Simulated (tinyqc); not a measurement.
Single-domain magnet: Stoner-Wohlfarth switching, Neel-Arrhenius retention, LLG dynamics and spin torque: one step, computed by the program tinyqc.

The moment is uniform, with unit vector m; z is the easy axis. mu_0 = 1.25663706212e-6 T m/A, gamma = 1.76085963023e11 rad/(s T).

Task: One LLG step. In the time s = gamma mu_0 H_K t: (1 + alpha^2) dm/ds = -m x b - alpha m x (m x b) + a [m x (m x z) - alpha m x z], b = m_z z, a = alpha I/I_c0; Heun steps (Euler predictor, mean of the two slopes) without renormalising; start m = (sin theta_0, 0, cos theta_0), theta_0 = 1/sqrt(2 Delta).

Inputs (values chosen for the exercise, for a model magnet):
```
quantity                         value  unit
temperature T                      300     K
damping alpha                   0.0086     -
drive I/I_c0                       4.8     -
time step times gamma mu_0 H_K     0.1     -
```

Shape: prolate spheroid, easy axis along it.

stability factor Delta = 31.87827

Give: m at the start; first slope; predictor; second slope; m after the step.

Result:

m at the start: 0.12491  0.00000  0.99217

first slope: 0.00406  0.12397  -0.00051

predictor: 0.12532  0.01240  0.99212

second slope: -0.00823  0.12477  -0.00052

m after the step: 0.12470  0.01244  0.99212
